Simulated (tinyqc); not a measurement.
Keating valence-force model of a tetrahedral crystal: one step, computed by the program tinyqc.

Atom A sits at 0 and atom B at a/4 (1,1,1) of an fcc lattice; the four bonds from A are t = a/4 (1,1,1), a/4 (1,-1,-1), a/4 (-1,1,-1), a/4 (-1,-1,1), of length d = sqrt(3) a/4. Energy: E = (3 alpha/(8 d^2)) sum over bonds (r.r - d^2)^2 + (3 beta/(8 d^2)) sum over pairs of bonds at one atom (r_i.r_j + d^2/3)^2, with beta_A for the six pairs at A and beta_B for the six at B. The cell holds two atoms, Omega = a^3/4. 1 N/m = 1 J/m^2. With constants fitted to the elastic moduli this model puts optical and zone-boundary frequencies of real crystals too high, by up to about 20 % in elemental crystals and up to about 50 % in compounds, and mostly by more for TA modes; in compounds the lattice part of the static dielectric constant then comes out too low.

Task: Frequencies at q. Diagonalise the Hermitian matrix D. An eigenvalue lambda of D in eV/(angstrom^2 u) gives nu = 15.6333042 THz x sqrt(lambda). The weight on A is the sum of |e|^2 over the three components of atom A.

Structure: zinc blende.

D(q) (eV/(angstrom^2 u)):
```
                      A x                   A y                   A z                   B x
A x             0.1114515             0.0016802  0.0000000+0.0006960i            -0.1823980
A y             0.0016802             0.1111424  0.0000000+0.0006349i             0.0210618
A z  0.0000000-0.0006960i  0.0000000-0.0006349i             0.1098726  0.0000000-0.0508476i
B x            -0.1823980             0.0210618  0.0000000+0.0508476i             0.4132017
B y             0.0210618            -0.1823980  0.0000000+0.0557383i             0.0062293
B z  0.0000000+0.0508476i  0.0000000+0.0557383i            -0.1823980  0.0000000+0.0025803i

                      B y                   B z
A x             0.0210618  0.0000000-0.0508476i
A y            -0.1823980  0.0000000-0.0557383i
A z  0.0000000-0.0557383i            -0.1823980
B x             0.0062293  0.0000000-0.0025803i
B y             0.4120560  0.0000000-0.0023539i
B z  0.0000000+0.0023539i             0.4073482
```

Constants: nu for 1 eV/(angstrom^2 u) = 15.6333042 THz.

Give: frequencies; weights on atom A.

Result:

frequencies (THz): 1.22  1.68  2.76  11.02  11.16  11.16

weights on atom A: 0.7946  0.8010  0.8258  0.1800  0.1963  0.2023
